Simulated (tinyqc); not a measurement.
## Hexagonal on-chip spiral inductor, lumped pi model: quality factor against frequency

Outer diameter do = di + 2 n wd + 2 (n - 1) sp, mean da = (do + di)/2, fill p = (do - di)/(do + di), length l = 3.464 n da. L = 2.33 mu0 n^2 da/(1 + 3.82 p), mu0 = 4 pi 1e-7 H/m. Rs = rho l/(wd delta (1 - exp(-th/delta))), delta = sqrt(rho/(pi f mu0)). Cs = n wd^2 eps0 eo/hu across the coil. At each end Cox = l wd eps0 eo/(2 ho) leads to the substrate branch Rsi = 2 rs he/(l wd) in parallel with Csi = l wd eps0 11.7/(2 he). With one end grounded Y = 1/(Rs + i w L) + i w Cs + 1/[1/(i w Cox) + 1/(1/Rsi + i w Csi)], w = 2 pi f; Q = -Im Y/Re Y. Eddy currents in neighbouring turns and in the substrate are left out.

Apparent inductance Im(1/Y)/w; share of the loss Re(substrate branch)/Re Y.

Values chosen for this exercise; values of the order met in silicon radio-frequency processes:

| symbol | value | unit | meaning |
|---|---|---|---|
| n | 4.5 |  | number of turns |
| wd | 4 | um | line width |
| sp | 2 | um | space between turns |
| di | 140 | um | inner diameter |
| th | 3 | um | metal thickness |
| rho | 2.2 | uohm cm | metal resistivity |
| ho | 8.3 | um | oxide below the coil |
| hu | 1.1 | um | oxide between coil and underpass |
| eo | 3.9 |  | relative permittivity of the oxide |
| rs | 10 | ohm cm | substrate resistivity |
| he | 30 | um | effective spreading depth in the substrate |

Constants: eps0 = 8.8541878128e-12 F/m. Results are converted to the units shown.

Quality factor against frequency:
```
f (GHz)  Rs (ohm)  w L/Rs       Q  apparent inductance (nH)  loss in the substrate (%)
0.29        6.512   1.734   1.733                     6.199                   0.002310
0.47        7.064   2.590   2.586                     6.203                    0.01263
0.77        7.823   3.832   3.815                     6.216                    0.07574
1.3         8.929   5.668   5.584                     6.253                     0.5069
2.1         10.32   7.922   7.515                     6.343                      2.729
3.4         12.22   10.83   8.901                     6.573                      12.46
5.5         14.81   14.46   7.695                     7.141                      37.95
9           18.38   19.06   4.093                     8.685                      68.19
15          23.38   24.98  0.7886                     10.54                      86.02
```

Q goes from 1.73 through a maximum of 8.90 (at f = 3.4 GHz among the rows listed) to 0.789; the exact peak is 8.94 at 3.65 GHz and Q reaches zero at the self-resonance, 17.3 GHz. The share of the substrate rises from 0.00231 to 86.0 %, and the apparent inductance ends at 1.70 times L. At the peak the substrate takes 15.2 % of the loss. For f = 9, 15 the coil is longer than 0.15 of a wavelength in the oxide, where one lumped section is rough.

Program tinyqc, `OMP_NUM_THREADS=1 python tinyqc.py 2302156 2302157 out.jsonl`; Intel Xeon 2.30GHz, shared host, one thread, about 0.01 s.
